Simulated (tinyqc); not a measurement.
# Double-gate transistor, scale length and short-channel effects: effects of single changes

A body of thickness ts between two insulators of thickness ti and two tied gates. Below threshold the potential that source and drain add obeys Laplace's equation and vanishes on the gate. Its lowest mode decays along the channel as exp(-k y); k is the smallest positive root of the matching condition at the interface, and the scale length is Lambda = pi/k.

Parameters, values chosen for the exercise; permittivities: semiconductor made up, insulator close to that of zirconium oxide:
- T = 300 K (temperature)
- eps_r = 12.6 (relative permittivity of the semiconductor)
- ei = 25.1 (relative permittivity of the insulator)
- ti = 2.1 nm (insulator thickness)
- ts = 5.5 nm (body thickness)
- L = 25 nm (channel length)
- Vbi = 0.98 V (potential of the source)
- sT = 0.68 V (potential of the barrier top at threshold)
- Vds = 0.6 V (drain voltage)

Constants: q = 1.602176634e-19 C, kB = 1.380649e-23 J/K, Vt = kB T/q. Results are converted to the units shown.

Each table varies one quantity; the others keep the values above.

## Effect of the insulator thickness

k is the smallest positive root of f(k) = ei cos(k ti) cos(k ts/2) - eps_r sin(k ti) sin(k ts/2). Along the channel psi(y) = s + a exp(y/l) + b exp(-y/l) with psi(0) = Vbi, psi(L) = Vbi + Vds and l = 1/k = Lambda/pi; with A = Vbi - s, B = A + Vds, x = exp(-L/l): a = (B - A x) x/(1 - x^2), b = (A - B x)/(1 - x^2). The minimum is s + 2 sqrt(a b), at y = (l/2) ln(b/a). The long-channel potential follows the gate as s = sT + (Vg - VTL)/m, and the threshold VT is the gate voltage at which the minimum equals sT. Swing = m Vt ln 10/g at threshold, g = d(minimum)/ds = 1 - (b x + a)/((1 + x) sqrt(a b)). DIBL = [VT(0.05 V) - VT(Vds)]/(Vds - 0.05 V). sT and Vbi are held fixed; m = 1.

Result of one run:
```
ti (nm)  Lambda (nm)  L/Lambda  VT - VTL at Vds (mV)  DIBL (mV/V)  swing (mV/decade)
2              7.882     3.172                -7.242        4.973              60.48
```

What becomes of these results when the insulator thickness ti is changed from 2 to 0.7 nm, all else the same?

Result of the changed run:
```
ti (nm)  Lambda (nm)  L/Lambda  VT - VTL at Vds (mV)  DIBL (mV/V)  swing (mV/decade)
0.7            6.225     4.016                -1.901        1.302              59.78
```

The whole series:
```
ti (nm)  Lambda (nm)  L/Lambda  VT - VTL at Vds (mV)  DIBL (mV/V)  swing (mV/decade)
0.7            6.225     4.016                -1.901        1.302              59.78
0.91           6.460     3.870                -2.394        1.640              59.84
1.2            6.804     3.674                -3.262        2.236              59.96
1.5            7.186     3.479                -4.443        3.047              60.11
2              7.882     3.172                -7.242        4.973              60.48
2.6            8.808     2.838                -12.36        8.507              61.15
3.4            10.16     2.461                -22.86        15.80              62.52
```

As ti goes from 0.7 to 3.4 nm, Lambda rises from 6.23 to 10.2 nm, DIBL rises from 1.30 to 15.8 mV/V and the swing rises from 59.8 to 62.5 mV a decade. On average Lambda goes as ti^(0.31).

## Effect of the relative permittivity of the insulator

Same model as above.

Effect of the relative permittivity of the insulator:
```
ei   Lambda (nm)  L/Lambda  VT - VTL at Vds (mV)  DIBL (mV/V)  swing (mV/decade)
3.9        14.92     1.676                -88.48        62.42              70.82
5.7        12.81     1.951                -54.03        37.76              66.50
8.5        11.05     2.262                -31.80        22.06              63.67
12         9.850     2.538                -20.13        13.90              62.16
18         8.740     2.860                -11.93        8.209              61.09
27         7.895     3.167                -7.301        5.013              60.49
40         7.273     3.437                -4.746        3.255              60.15
```

What does the comparison show?

As ei goes from 3.9 to 40, Lambda falls from 14.9 to 7.27 nm, DIBL falls from 62.4 to 3.25 mV/V and the swing falls from 70.8 to 60.2 mV a decade. On average Lambda goes as ei^(-0.31).

## Effect of the body thickness

Same model as above.

Effect of the body thickness:
```
ts (nm)  Lambda (nm)  L/Lambda  VT - VTL at Vds (mV)  DIBL (mV/V)  swing (mV/decade)
2.2           5.4281    4.6057              -0.75074      0.51396             59.626
2.7           5.7653    4.3363               -1.1472      0.78553             59.678
3.4           6.2774    3.9825               -2.0035       1.3724             59.791
4.3           6.9953    3.5738               -3.8226       2.6207             60.031
5.3           7.8528    3.1836               -7.1066       4.8796             60.463
6.6           9.0298    2.7686               -13.835       9.5279             61.343
8.2           10.536    2.3728               -26.438       18.300             62.978
```

As ts goes from 2.2 to 8.2 nm, Lambda rises from 5.43 to 10.5 nm, DIBL rises from 0.514 to 18.3 mV/V and the swing rises from 59.6 to 63.0 mV a decade. On average Lambda goes as ts^(0.50). For ts = 2.2 to 3.4 nm the semiconductor is under 4 nm thick, where quantum confinement shifts the threshold.

Program tinyqc, `OMP_NUM_THREADS=1 python tinyqc.py 2420068 2420069 out.jsonl`; Intel Xeon 2.30GHz, shared host, one thread, about 0.01 s.
